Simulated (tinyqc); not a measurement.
p-n diode, drift-diffusion by the Gummel loop with Scharfetter-Gummel fluxes: two steps of the calculation.

Abrupt junction at x = 0, p side from -Lp, n side to Ln, ohmic contacts. psi is counted from the intrinsic level; n = ni exp((psi - phin)/Vt), p = ni exp((phip - psi)/Vt). Contacts: p side psi = V - Vt ln(Na/ni), p = Na, n = ni^2/Na; n side psi = Vt ln(Nd/ni), n = Nd, p = ni^2/Nd. Constant mobilities, D = mu Vt, Boltzmann statistics, SRH recombination through a mid-gap level, U = (n p - ni^2)/(tp (n + ni) + tn (p + ni)). Current is positive from the p contact to the n contact.

Parameters, values chosen for the exercise; band and dielectric values close to those of In0.53Ga0.47As: temperature T = 300 K; relative permittivity eps_r = 14.1; acceptor density of the p side Na = 3.8e15 cm^-3; donor density of the n side Nd = 5.3e16 cm^-3; hole mobility mup = 220 cm^2/(V s); SRH lifetime of electrons tn = 2e-9 s; SRH lifetime of holes tp = 4e-9 s; uniform generation rate G = 0 cm^-3 s^-1; bias of the p contact V = 0.17 V.

Constants: q = 1.602176634e-19 C, kB = 1.380649e-23 J/K, Vt = kB T/q, eps0 = 8.8541878128e-14 F/cm where lengths are in cm. Results are converted to the units shown.

Problem 1. Poisson equation. With phin and phip held, solve a_i (psi_(i+1) - psi_i) - a_(i-1) (psi_i - psi_(i-1)) + q w_i (p_i - n_i + C_i) = 0 for the inner nodes by Newton steps to convergence; a_i = eps0 eps_r/h_i, h_i = x_(i+1) - x_i, w_i = (h_(i-1) + h_i)/2, C = -Na or +Nd.

```
node	x (nm)	phin at the start (V)	phip at the start (V)
0	-1800	0.17	0.17
1	-1120	0	0.17
2	-683	0	0.17
3	-401	0	0.17
4	-218	0	0.17
5	-100	0	0.17
6	-24.5	0	0.17
7	24.5	0	0.17
8	95.1	0	0.17
9	197	0	0.17
10	344	0	0.17
11	555	0	0.17
12	860	0	0.17
13	1300	0	0
```

ni = 6.6861378e11 cm^-3

Wanted: psi; n after Poisson; p after Poisson.

Solution 1.

```
node	psi (V)	n after Poisson (cm^-3)	p after Poisson (cm^-3)
0	-0.05350	1.1764e8	3.8000e15
1	-0.05349	8.4435e10	3.7993e15
2	-0.05324	8.5274e10	3.7619e15
3	-0.04811	1.0400e11	3.0847e15
4	-0.00571	5.3608e11	5.9840e14
5	0.09461	2.5970e13	1.2352e13
6	0.19454	1.2397e15	2.5877e11
7	0.27913	3.2681e16	9.8158e9
8	0.29091	5.1554e16	6.2225e9
9	0.29161	5.2958e16	6.0575e9
10	0.29163	5.2999e16	6.0528e9
11	0.29163	5.3000e16	6.0527e9
12	0.29163	5.3000e16	6.0527e9
13	0.29163	5.3000e16	8.4348e6
```

Problem 2. Hole continuity. With psi and the new n held, F_i = (mup Vt/h_i) [p_(i+1) B(-d_i) - p_i B(d_i)], d_i = (psi_(i+1) - psi_i)/Vt, B(d) = d/(exp(d) - 1); solve F_i - F_(i-1) = w_i [(n_i p_i - ni^2)/den_i - G] for the new p, with den = tp (n + ni) + tn (p + ni) taken at the new n and the old p, h_i = x_(i+1) - x_i, w_i = (h_(i-1) + h_i)/2; phip = psi + Vt ln(p/ni).

```
node	x (nm)	psi (V)	new n (cm^-3)	p after Poisson (cm^-3)
0	-1800	-0.05349842	1.1764326e8	3.8e15
1	-1120	-0.05349352	3.9457782e10	3.7992787e15
2	-683	-0.05323800	6.5496685e10	3.7619126e15
3	-401	-0.04810670	9.8277670e10	3.0846555e15
4	-218	-0.00571117	5.3421882e11	5.9840208e14
5	-100	0.09460528	2.5968658e13	1.2352385e13
6	-24.5	0.19454094	1.2397044e15	2.5876507e11
7	24.5	0.27912684	3.2681287e16	9.8157844e9
8	95.1	0.29091068	5.1553599e16	6.2225047e9
9	197	0.29160555	5.2958086e16	6.0574801e9
10	344	0.29162568	5.2999346e16	6.0527657e9
11	555	0.29162596	5.2999947e16	6.0526988e9
12	860	0.29162597	5.2999974e16	6.0526983e9
13	1300	0.29162596	5.3e16	8.4347996e6
```

ni = 6.6861378e11 cm^-3

Give: new p; phip after round 1.

Solution 2.

```
node	new p (cm^-3)	phip after round 1 (V)
0	3.8000e15	0.17000
1	3.7989e15	0.17000
2	3.7613e15	0.17000
3	3.0840e15	0.16999
4	5.9824e14	0.16999
5	1.2336e13	0.16997
6	2.5818e11	0.16994
7	9.7064e9	0.16971
8	5.8249e9	0.16829
9	5.1104e9	0.16560
10	4.3290e9	0.16134
11	3.2844e9	0.15420
12	1.8878e9	0.13988
13	8.4348e6	0.00000
```

Program tinyqc, `OMP_NUM_THREADS=1 python tinyqc.py 2240135 2240136 out.jsonl`; Intel Xeon 2.30GHz, shared host, one thread, about 0.2 s.
